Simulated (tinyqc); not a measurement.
Linear model of a band gap against the share of exact exchange: one step. Band edges and a deep level. Two cases, with inputs chosen for the exercise.

Problem. The opening c = S alpha lowers the valence top by fv c and raises the conduction edge by (1 - fv) c, both against the mean potential; the level moves by cd c. Use the fixed point. Compare with stretching the level in proportion to the gap and with pinning it to either edge.

Give: opening c; shifts of the valence and conduction edges; level above the valence top; level below the conduction edge; level above the valence top: stretched, tied to the valence edge, tied to the conduction edge.

Case 1.

Values chosen (of the order of those of MgO; shifted at random, so the results belong to these values and not to a real crystal): E0 = 4.61 eV (gap of the semi-local functional); S = 9.49 eV (slope dE/d(alpha)); fv = 0.47 (share of the opening taken by the valence edge); Ed = 2.12 eV (defect level above the semi-local valence top); cd = 0 (shift of the level per unit opening, on the scale of the mean potential).

fixed point = 0.3620837

Solution.

opening c = 3.436 eV

shifts of the valence and conduction edges (eV): -1.615  1.821

level above the valence top = 3.735 eV
level below the conduction edge = 4.311 eV

level above the valence top: stretched, tied to the valence edge, tied to the conduction edge (eV): 3.700  2.120  5.556

The three recipes err by -0.03, -1.62 and +1.82 eV against alignment through the mean potential. A localised level with cd = 0 stays put while the edges move away from it.

Case 2.

Values chosen (of the order of those of Ge; shifted at random, so the results belong to these values and not to a real crystal): E0 = 0.08 eV (gap of the semi-local functional); S = 4.73 eV (slope dE/d(alpha)); fv = 0.6 (share of the opening taken by the valence edge); Ed = 0.04 eV (defect level above the semi-local valence top); cd = 0 (shift of the level per unit opening, on the scale of the mean potential).

fixed point = 0.0620423

Solution.

opening c = 0.293 eV

shifts of the valence and conduction edges (eV): -0.176  0.117

level above the valence top = 0.216 eV
level below the conduction edge = 0.157 eV

level above the valence top: stretched, tied to the valence edge, tied to the conduction edge (eV): 0.187  0.040  0.333

The three recipes err by -0.03, -0.18 and +0.12 eV against alignment through the mean potential. A localised level with cd = 0 stays put while the edges move away from it.

Computed by tinyqc, one run a case: `OMP_NUM_THREADS=1 python tinyqc.py N N+1 out.jsonl` with N = 1850698, 1850753; one thread of a shared Intel(R) Xeon(R) Processor @ 2.30GHz, about 0.01 s a run at most.
